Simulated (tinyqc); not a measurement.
# Changing the film thickness L

Model: heat flow across a film from the phonon Boltzmann equation in the relaxation-time approximation. Computed by tinyqc, a small Python program. Command: `OMP_NUM_THREADS=1 python tinyqc.py 3017781 3017782 out.jsonl slabbte sweep`. One thread of a shared host (Intel(R) Xeon(R) Processor @ 2.30GHz), about 0.04 s of CPU time with the checks.

Two black walls, hot at x = 0 and cold at x = L, emit phonons isotropically. For one free path Lambda, with tau = x/Lambda, tau_L = L/Lambda and phi = (T - T_cold)/Delta T, energy balance gives phi(tau) = (1/2) [E2(tau) + int_0^tau_L phi(s) E1(|tau - s|) ds]; E_n are the exponential integrals. The flux over the ballistic flux C v Delta T/4 is psi = 1 - 2 int_0^tau_L phi(s) E2(s) ds, and kappa_eff/kappa = (3/4) tau_L psi. kappa = C v Lambda/3 is an input, so at fixed kappa a longer free path means a smaller C v.

Inputs (values chosen for the exercise, modelled on silicon):
```
quantity,value,unit
bulk conductivity kappa,148,W/(m K)
wall temperature difference Delta T,16,K
free path Lambda_1,170,nm
free path Lambda_2,2000,nm
share f_2 of kappa,0.43,-
cells n in the small system,6,-
```

Free-path groups: two.

Method:
- Cut the film into n equal cells with constant phi, collocated at the centres c_i: the kernel integrates to A_ij = |E2(|c_i - e_j|) - E2(|c_i - e_(j+1)|)|/2 for cell edges e_j, and A_ii = 1 - E2(half a cell); solve (1 - A) phi = E2(c)/2; psi = 1 - 2 sum_j phi_j [E3(e_j) - E3(e_(j+1))].
- Use 150 and 300 cells and extrapolate psi = (4 psi(300) - psi(150))/3. The jump at the hot wall is 1 - phi there (linear extrapolation from the first two of 300 cells). Two-flux (diffusion with slip) formula: psi = 1/(1 + 3 tau_L/4).
- Each group is solved on its own with 150 and 300 cells, psi = (4 psi(300) - psi(150))/3, and weighted by its share of kappa (f_1 is what the others leave); exchange of energy between groups inside the film is left out.
- Flux J = kappa_eff Delta T/L; apparent boundary resistance per wall (L/kappa_eff - L/kappa)/2.

One run for each value:
```
film thickness L (nm),kappa_eff (W/(m K)),flux J (GW/m^2),jump at the wall / Delta T for Lambda_1,apparent resistance per wall (m^2 K/GW)
3.4,1.3,6.223,0.4782,1.274
7.1,2.7,6.108,0.4619,1.286
15,5.5,5.884,0.4349,1.309
31,10.7,5.497,0.3949,1.351
64,19.5,4.875,0.3390,1.425
130,32.7,4.021,0.2704,1.550
590,71.1,1.927,0.1186,2.158
1200,89.3,1.191,0.0687,2.662
2600,107.7,0.663,0.0352,3.289
```

Give the missing row, film thickness L (nm) = 280.

Computed row; columns: (1) film thickness L (nm); (2) kappa_eff (W/(m K)); (3) flux J (GW/m^2); (4) jump at the wall / Delta T for Lambda_1; (5) apparent resistance per wall (m^2 K/GW):
```
(1)   (2)    (3)     (4)    (5)
280  51.3  2.931  0.1895  1.784
```

Interpolating between the two neighbouring rows (the first column on a logarithmic scale, the others too where they are positive) misses most in jump at the wall / Delta T for Lambda_1, by 6.0 %. Over the rows, kappa_eff (W/(m K)) rises from 1.32 to 108 (exponent d ln y / d ln x 0.97 between the first rows and 0.24 between the last); flux J (GW/m^2) falls from 6.22 to 0.663 (exponent d ln y / d ln x -0.025 between the first rows and -0.76 between the last); jump at the wall / Delta T for Lambda_1 falls from 0.478 to 0.0352 (exponent d ln y / d ln x -0.047 between the first rows and -0.86 between the last). At the low end the exponent of kappa_eff is 0.97, close to 1: the ballistic limit. At the low end the exponent of flux J is -0.03, close to 0: the ballistic flux does not depend on L. In thin films phonons cross without scattering: the flux is bounded by what the walls emit, and Delta T drops in two jumps of one half each. In thick films the jumps shrink as Lambda/L and the apparent wall resistance tends to a constant.

Caution (rows 3.40, 7.10): below about 10 nm the film nears the phonon wavelength, and a particle picture fails.

Extremes, crossings and ranges named in words are read from the listed rows.
